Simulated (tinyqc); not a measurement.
Potential-pH (Pourbaix) lines of a metal, its cation, its oxide and an oxyanion, with a complexing ligand: one step, computed by the program tinyqc.

Potentials are against the standard hydrogen electrode; solids and water have unit activity; dG_f of M, H+ and the electron is zero; F = e N_A and s = R T ln(10)/F. The cation carries z = 3.

Problem. Standard potentials. M3+ + 3e = M; (1/2) M2O3 + 3H+ + 3e = M + (3/2) H2O; MO2(-) + 4H+ + 3e = M + 2H2O. For each, E0 = -dG/(z F), and E = E0 + (s/z) log10 a - (s n_H/z) pH, with no activity term for the oxide.

Inputs (values chosen for the exercise, modelled on aluminium):
```
quantity                value    unit
dG_f of the cation     -483.4  kJ/mol
dG_f of the oxide     -1580.4  kJ/mol
dG_f of the oxyanion   -829.1  kJ/mol
dG_f of water         -237.14  kJ/mol
temperature T          298.15       K
```

Species: M, M3+, M2O3, MO2(-).

Constants: R = 8.314462618 J/(mol K); e = 1.602176634e-19 C; N_A = 6.02214076e+23 1/mol.

Give: s; E0.

Solution.

s = 0.05916 V

E0 (V): cation -1.670, oxide -1.501, oxyanion -1.226

The metal is less noble than hydrogen.
